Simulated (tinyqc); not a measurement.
Keating valence-force model of a tetrahedral crystal: one step, computed by the program tinyqc. Command: `OMP_NUM_THREADS=1 python tinyqc.py 3016255 3016256 out.jsonl keating walk`. One thread of a shared host (Intel(R) Xeon(R) Processor @ 2.30GHz), about 0.02 s of CPU time with the checks.

Atom A sits at 0 and atom B at a/4 (1,1,1) of an fcc lattice; the four bonds from A are t = a/4 (1,1,1), a/4 (1,-1,-1), a/4 (-1,1,-1), a/4 (-1,-1,1), of length d = sqrt(3) a/4. Energy: E = (3 alpha/(8 d^2)) sum over bonds (r.r - d^2)^2 + (3 beta/(8 d^2)) sum over pairs of bonds at one atom (r_i.r_j + d^2/3)^2, with beta_A for the six pairs at A and beta_B for the six at B. The cell holds two atoms, Omega = a^3/4. 1 N/m = 1 J/m^2. With constants fitted to the elastic moduli this model puts optical and zone-boundary frequencies of real crystals too high, by up to about 20 % in elemental crystals and up to about 50 % in compounds, and mostly by more for TA modes; in compounds the lattice part of the static dielectric constant then comes out too low.

Problem. Elastic constants and internal strain. beta = (beta_A + beta_B)/2; C11 = (alpha + 3 beta)/a, C12 = (alpha - beta)/a, C44 = 4 alpha beta/(a (alpha + beta)); with the two sublattices clamped C44(0) = (alpha + beta)/a; internal-strain parameter zeta = (alpha - beta)/(alpha + beta); B = (C11 + 2 C12)/3.

Inputs (values chosen for the exercise, modelled on zinc selenide): lattice constant a = 5.668 angstrom; bond stretching alpha = 34.2 N/m; bond bending beta_A = 3.91 N/m; bond bending beta_B = 3.91 N/m.

Structure: zinc blende.

Give: C11; C12; C44; clamped C44(0); internal-strain parameter zeta; bulk modulus B.

Solution.

C11 = 81.03 GPa

C12 = 53.44 GPa

C44 = 24.76 GPa

clamped C44(0) = 67.24 GPa

internal-strain parameter zeta = 0.7948

bulk modulus B = 62.64 GPa

Letting the sublattices shift lowers C44 by 63 %, which is zeta^2. With zeta near 1 a shear keeps the bond lengths and bends the angles. The model fixes 2 C44 (C11 + C12)/((C11 - C12)(C11 + 3 C12)) = 1.000 whatever alpha and beta are.
